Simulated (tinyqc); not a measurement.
Read current of a NAND string, cells in series solved by shooting: one step of the calculation.

Cells in series, numbered from 0 at the source line (0 V) to the bit line, each followed by a gap resistance Rg. A cell with gate Vg, threshold VT, source Vs and drain Vd passes I = 2 nf K Vt^2 [F(Vs) - F(Vd)]/(1 + th max(Vg - VT, 0)), F(V) = ln^2(1 + exp((Vg - VT - nf V)/(2 nf Vt))). The selected cell has Vg = Vr, the others Vg = Vp.

Question. Node voltages for a trial current. For a trial current I start at 0 V and, cell by cell (the selected one is cell 3), solve for the drain: sqrt(F(Vd)) = sqrt(F(Vs) - I/k), k = 2 nf K Vt^2/(1 + th max(Vg - VT, 0)), Vd = [Vg - VT - 2 nf Vt ln(exp(sqrt F) - 1)]/nf, then add I Rg.

Parameters, values chosen for the exercise; values of the order met in vertical NAND strings: temperature T = 300 K; gain factor of a cell K = 6.1 uA/V^2; slope factor nf = 2.2; mobility reduction factor th = 0.05 1/V; resistance of the gap between cells Rg = 3.9 kohm; bit-line voltage Vbl = 0.5 V; pass voltage Vp = 7.9 V; read voltage on the selected word line Vr = 2.21 V.

Constants: q = 1.602176634e-19 C, kB = 1.380649e-23 J/K, Vt = kB T/q. Results are converted to the units shown.

first trial current = 0.8 uA
thresholds from the source end, cell 0 to 4 (V): 3  3  3  0.4  3

Wanted: node voltage after each cell and gap, trial 1.

Answer.

node voltage after each cell and gap, trial 1, cell 0 to 4 (V): 0.036695  0.073962  0.11183  0.21318  0.25349

Computed by the program tinyqc: `OMP_NUM_THREADS=1 python tinyqc.py 2142080 2142081 out.jsonl`, one thread of a shared Intel Xeon 2.30GHz, about 0.9 s for the whole run.
